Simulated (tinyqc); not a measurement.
## Ferroelectric with a first-order transition, Landau-Devonshire energy: depolarisation in a thin film

One domain with free energy u = al P^2 + be P^4 + ga P^6 - E P, al = a0 (T - T0), be < 0 < ga (P in uC/cm^2, E in kV/cm, u in mJ/cm^3). Equilibrium: E = 2 al P + 4 be P^3 + 6 ga P^5; a state is stable against small changes where dE/dP > 0. The coercive field is that of uniform switching, which real films, switching by domains, do not reach.

Imperfect screening, an effective length ls = 0.003 nm at each electrode, adds the energy ls P^2/(eps0 t), so al becomes al + ls/(eps0 t) and T0 falls by ls/(eps0 a0 t) (short-circuited film, background permittivity neglected). Ps^2 = [-be + sqrt(be^2 - 3 al ga)]/(3 ga); Pc^2 = [-3 be + sqrt(9 be^2 - 15 al ga)]/(15 ga), Ec = -E(Pc); susceptibility chi = 1/(eps0 dE/dP). TC = T0 + be^2/(4 a0 ga), where u(Ps) = u(0); T1 = T0 + be^2/(3 a0 ga), where the polar minimum disappears.

Values chosen for this exercise:

| symbol | value | unit | meaning |
|---|---|---|---|
| a0 | 0.024 | kV cm/(uC K) | slope of the quadratic coefficient |
| T0 | 600 | K | Curie-Weiss temperature |
| be | -0.0007 | kV cm^5/uC^3 | quartic coefficient |
| ga | 2.3e-7 | kV cm^9/uC^5 | sixth-order coefficient |
| T | 595 | K | temperature |

Constants: eps0 = 8.8541878128e-14 F/cm where lengths are in cm. Results are converted to the units shown.

Result of one run:

| t (nm) | fall of T0 (K) | Ps (uC/cm^2) | depolarising field 2 ls Ps/(eps0 t) (kV/cm) | u(Ps) (mJ/cm^3) |
|---|---|---|---|---|
| 260 | 5.430 | 44.96 | 11.72 | -939.7 |

What becomes of these results when the film thickness t is changed from 260 to 110 nm, all else the same?

Result of the changed run:

| t (nm) | fall of T0 (K) | Ps (uC/cm^2) | depolarising field 2 ls Ps/(eps0 t) (kV/cm) | u(Ps) (mJ/cm^3) |
|---|---|---|---|---|
| 110 | 12.83 | 43.41 | 26.74 | -592.3 |

The whole series:

| t (nm) | fall of T0 (K) | Ps (uC/cm^2) | depolarising field 2 ls Ps/(eps0 t) (kV/cm) | u(Ps) (mJ/cm^3) |
|---|---|---|---|---|
| 43 | 32.83 | 35.52 | 55.98 | 190.4 |
| 68 | 20.76 | 41.33 | 41.19 | -250.0 |
| 110 | 12.83 | 43.41 | 26.74 | -592.3 |
| 170 | 8.304 | 44.39 | 17.70 | -802.0 |
| 260 | 5.430 | 44.96 | 11.72 | -939.7 |
| 420 | 3.361 | 45.35 | 7.317 | -1041 |
| 660 | 2.139 | 45.57 | 4.679 | -1102 |
| 1000 | 1.412 | 45.70 | 3.097 | -1138 |
| 1600 | 0.8824 | 45.80 | 1.940 | -1165 |

As the film thickens from 43 to 1600 nm, Ps rises from 35.5 to 45.8 uC/cm^2 (bulk 45.9) and the depolarising field falls from 56.0 to 1.94 kV/cm. The polar state is the lowest for t > 51.9 nm and exists at all for t > 40.8 nm.

Computed by the program tinyqc: `OMP_NUM_THREADS=1 python tinyqc.py 2860039 2860040 out.jsonl`, one thread of a shared Intel Xeon 2.30GHz, about 0.01 s for the whole run.
